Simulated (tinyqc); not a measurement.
Potential-pH (Pourbaix) lines of a metal, its cation, its oxide and an oxyanion, with a complexing ligand: one step, computed by the program tinyqc.

Potentials are against the standard hydrogen electrode; solids and water have unit activity; dG_f of M, H+ and the electron is zero; F = e N_A and s = R T ln(10)/F. The cation carries z = 2.

Problem. Vertical lines. M2+ + 2e = M; MO + 2H+ + 2e = M + H2O; MO2(2-) + 4H+ + 2e = M + 2H2O. For each, E0 = -dG/(z F), and E = E0 + (s/z) log10 a - (s n_H/z) pH, with no activity term for the oxide. Two oxidised species coexist where their lines against the metal cross: pH1 (cation/oxide) = [E0(oxide) - E0(cation)]/s - (log10 a)/z; pH2 (oxide/oxyanion) = {[E0(oxyanion) - E0(oxide)]/s + (log10 a)/z}/(4/z - 1).

Inputs (values chosen for the exercise, modelled on nickel): temperature T = 298.15 K; log10 of the dissolved activity a = -5.

Species: M, M2+, MO, MO2(2-).

E0 (V): cation -0.2385855, oxide 0.1269105, oxyanion 0.9717539

s = 0.05915935 V

Give: pH1; pH2; width of the oxide field, pH2 - pH1.

Solution.

pH1 = 8.6782

pH2 = 11.781

width of the oxide field, pH2 - pH1 = 3.1026

The oxide is stable from pH 8.68 to 11.78; each decade less of dissolved metal narrows this field by 1.00 pH units.
